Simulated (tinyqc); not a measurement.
# Trench capacitor in an array: capacitance, non-linearity, leakage and relaxation: charge lost after writing

A film between two metal electrodes, each interface adding a series capacitance ci. The small-signal permittivity is ek (1 + aq E^2); the field is found with the linear permittivity. Leakage J = J0 sinh(E/Ef). After a voltage step the film passes a relaxation current kr C V tt^(-nr), tt being the time in seconds. The sidewall is a coaxial capacitor with radii a = dm/2 - t and b = dm/2, depth AR dm; the end face is left out.

Planar film: Cf = eps0 ek/t, 1/C = 1/Cf + 2/ci, EOT = 3.9 eps0/C, effective permittivity C t/eps0, E = (V/t) C/Cf. A capacitor written for t0 and then left open loses, as a share of C V, kr (tt^(1 - nr) - t0^(1 - nr))/(1 - nr) by relaxation and J tt/(C V) by leakage; both are taken as small, and rows far outside that range are left out.

Parameters, values chosen for the exercise; permittivity of the order of that of zirconium oxide:
```
symbol,value,unit,meaning
ek,32.8,,relative permittivity of the film
t,13,nm,film thickness
ci,87,uF/cm^2,capacitance of each electrode interface (dead layer and screening)
aq,0.0052,cm^2/MV^2,quadratic field coefficient of the permittivity
V,0.5,V,bias
nr,0.953,,exponent of the relaxation current
kr,0.002,,strength of the relaxation
J0,1.4e-10,A/cm^2,leakage prefactor
Ef,0.18,MV/cm,field for an e-fold rise of the leakage
t0,1e-7,s,duration of the write pulse
```

Constants: eps0 = 8.8541878128e-14 F/cm where lengths are in cm. Results are converted to the units shown.

The same in every row: leakage current (nA/cm^2) = 0.5251.

Charge lost after writing:
```
tt (s)  relaxation current (nA/cm^2)  loss by relaxation (%)  loss by leakage (%)  total loss (%)
1e-6                         1.110e6                  0.2280             4.942e-8          0.2280
1e-5                         1.237e5                  0.4821             4.942e-7          0.4821
0.0001                       1.378e4                  0.7652             4.942e-6          0.7652
0.001                           1536                   1.081             4.942e-5           1.081
0.01                           171.1                   1.432             4.942e-4           1.433
0.1                            19.07                   1.824             0.004942           1.829
1                              2.125                   2.260              0.04942           2.310
10                            0.2368                   2.747               0.4942           3.241
100                          0.02638                   3.289                4.942           8.231
```

Read the table: what changes, and by how much?

The two currents are equal at tt = 4.34 s. The loss by relaxation grows from 0.228 to 3.29 %, by 0.254 points over the first decade and 0.542 over the last, while the loss by leakage grows tenfold a decade. Leakage is the larger loss for tt = 100 s. For tt = 100 the falling voltage would already cut the leakage, so the linear estimate overstates the loss.

Program tinyqc, `OMP_NUM_THREADS=1 python tinyqc.py 2102122 2102123 out.jsonl`; Intel Xeon 2.30GHz, shared host, one thread, about 0.01 s.
